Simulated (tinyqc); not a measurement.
Worked calculation: Ewald sum of point charges, bcc in a neutralising background, strained along z by a factor 1.18, lattice. Computed by tinyqc, a small Python program that keeps every step. Command: `OMP_NUM_THREADS=1 python tinyqc.py 21972 21973 out.jsonl` (the two numbers bound the seeds that draw the settings). One thread of a shared host (Intel(R) Xeon(R) Processor @ 2.60GHz), about 0.04 s of CPU time with the checks.

## Ewald sum with eta = 0.391 1/bohr

cell vectors (rows) (bohr):
$$\begin{pmatrix}
9.28000 & 0.00000 & 0.00000 \\
0.00000 & 9.28000 & 0.00000 \\
0.00000 & 0.00000 & 10.95000
\end{pmatrix}$$

Charges:
```
q             f1       f2       f3
1.00000  0.00000  0.00000  0.00000
1.00000  0.50000  0.50000  0.50000
```

Real space: 1/2 sum q_i q_j erfc(eta r)/r over all images with r > 0; reciprocal space: (2 pi/V) sum_(G != 0) exp(-G^2/4 eta^2)/G^2 |S(G)|^2 with S(G) = sum q exp(i G.r); self term -eta/sqrt(pi) sum q^2; background -pi Q^2/(2 V eta^2), Q the total charge.

Real-space shells (first ones):
```
r (bohr)  pairs  sum (hartree)
8.54604      16       2.15e-06
9.28000       8       1.24e-07
10.95000      4       2.57e-10
13.12390      8              0
14.35343     16              0
```

Reciprocal shells (first ones that count):
```
G^2 (1/bohr^2)  vectors  sum (hartree)
0.78767               8        0.07466
0.91684               4        0.02596
1.31702               2        0.00470
1.83368               4        0.00290
2.23386               8        0.00247
2.62136              16        0.00224
3.15070               8        0.00039
3.42171               8        0.00023
3.66736               4        0.00007
4.45504               8       3.28e-05
4.58420               8       2.58e-05
4.98438               8       1.23e-05
```

## The total does not depend on eta

The same sums for other eta.

Totals (hartree per cell):
```
eta          real  reciprocal      self  background       total
0.39100  2.27e-06     0.11372  -0.44120    -0.04358  -0.3710555
0.48800  3.51e-09     0.20757  -0.55065    -0.02798  -0.3710555
0.73900         0     0.47502  -0.83387    -0.01220  -0.3710555
```

shortest distance = 8.54604 bohr
